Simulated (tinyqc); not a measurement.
Inputs raised by 2 %, one at a time: strain, valley repopulation and piezoresistance in a many-valley conduction band. Computed by tinyqc, a small Python program. Command: `OMP_NUM_THREADS=1 python tinyqc.py 3001258 3001259 out.jsonl valleys sens`. One thread of a shared host (Intel(R) Xeon(R) Processor @ 2.30GHz), about 0.08 s of CPU time with the checks.

Valleys are ellipsoids with mass m_l along the axis a and m_t across it, parabolic, with one constant relaxation time; strain shifts the valleys and leaves the masses alone. Currents are taken along [110], along the load, and along [1-10], across the load.

Inputs (values chosen for the exercise, for a model crystal):
```
quantity,value,unit
longitudinal mass m_l,1.82,m_0
transverse mass m_t,0.0655,m_0
shear deformation potential Xi_u,16,eV
dilation deformation potential Xi_d,-3.4,eV
C11,119,GPa
C12,50.8,GPa
C44,66,GPa
stress X (tension positive),99,MPa
electron density n,4.9e+15,1/cm^3
relaxation time tau,240,fs
temperature T,150,K
```

Valley axes: <111> (4 valleys). Load: uniaxial [110].

Constants: k_B = 8.617333262e-05 eV/K; m_0 = 9.1093837015e-31 kg; k_B = 1.380649e-23 J/K; hbar = 1.054571817e-34 J s; e = 1.602176634e-19 C.

Method:
- Compliances S11 = (C11 + C12)/((C11 - C12)(C11 + 2 C12)), S12 = -C12/((C11 - C12)(C11 + 2 C12)), S44 = 1/C44; stress sigma_ij = X n_i n_j for the unit vector n of the load; e_xx = S11 sigma_xx + S12 (sigma_yy + sigma_zz), e_xy = S44 sigma_xy/2 (tensor strain).
- Herring-Vogt shift of a valley with unit axis a: dE = Xi_d tr(e) + Xi_u a.e.a.
- Each of the 4 valleys holds n_v = N_v (2/sqrt(pi)) F_1/2((E_F - dE_v)/(k_B T)), N_v = 2 (m_d k_B T/(2 pi hbar^2))^(3/2), m_d = (m_l m_t^2)^(1/3); E_F solves sum n_v = n and is counted from the unstrained edge.
- F_j(eta) = int_0^infinity x^j/(1 + exp(x - eta)) dx, without a gamma-function factor. It is evaluated after integrating by parts.
- Integrals over x = E/(k_B T) use 160 Gauss-Legendre points in u = sqrt(x) from 0 to sqrt(max(eta, 0) + 32).
- Mobility tensor mu = e tau sum_v (n_v/n) [1/m_t + (1/m_l - 1/m_t) a a^T]; unstrained mu_0 = e tau (1/m_l + 2/m_t)/3; resistivity along d from the inverse tensor, rho_d = d.mu^-1.d/(n e), mobility along d = 1/(d.mu^-1.d); gauge pi_d = (rho_d/rho_0 - 1)/X.
- With eta_0 the reduced Fermi level without strain, r = F_-1/2(eta_0)/(2 F_1/2(eta_0)) (1 for a classical gas) and c = r (Xi_u/k_B T) (m_l - m_t)/(2 m_l + m_t): pi44 = -c S44/3, pi11 = pi12 = 0.

Runs:
```
input moved,from,to,mobility along the first direction (cm^2/(V s)),mobility along the second direction (cm^2/(V s)),splitting (highest minus lowest) (meV),degeneracy factor r
base run,-,-,4994,3753,8.000,0.9994
longitudinal mass m_l (m_0),1.82,1.8564,4993,3751,8.000,0.9995
C44 (GPa),66,67.32,4983,3764,7.843,0.9994
stress X (tension positive) (MPa),99,100.98,5006,3741,8.160,0.9994
electron density n (1/cm^3),4.9e+15,4.998e+15,4994,3753,8.000,0.9994
temperature T (K),150,153,4983,3764,8.000,0.9995
relaxation time tau (fs),240,244.8,5094,3828,8.000,0.9994
dilation deformation potential Xi_d (eV),-3.4,-3.468,4994,3753,8.000,0.9994
```

Exponents ln(y'/y) / ln(x'/x):
```
input,mobility along the first direction,mobility along the second direction,splitting (highest minus lowest),degeneracy factor r
longitudinal mass m_l,-0.011,-0.027,0,0.000
C44,-0.116,0.154,-1,0.000
stress X (tension positive),0.118,-0.157,1,0.000
electron density n,0.000,0.000,0,-0.001
temperature T,-0.116,0.154,0,0.001
relaxation time tau,1.000,1.000,0,0.000
dilation deformation potential Xi_d,0.000,0.000,0,0.000
```

Among the inputs moved here: mobility along the first direction answers most in size to relaxation time tau (exponent +1.000), next to stress X (tension positive) (+0.118); its exponent is below 0.0005 for electron density n, dilation deformation potential Xi_d. Its exponent +1.000 in relaxation time tau: mu = e tau/m. Mobility along the second direction answers most in size to relaxation time tau (exponent +1.000), next to stress X (tension positive) (-0.157); its exponent is below 0.0005 for electron density n, dilation deformation potential Xi_d. Splitting (highest minus lowest) answers most in size to C44 (exponent -1.000), and about equally to stress X (tension positive) (+1.000); its exponent is below 0.0005 for longitudinal mass m_l, electron density n, temperature T, relaxation time tau, dilation deformation potential Xi_d. Its exponent +1.000 in stress X (tension positive): shifts are linear in strain. Degeneracy factor r hardly depends on these (all exponents below 0.005).

Extremes, crossings and ranges named in words are read from the listed rows.
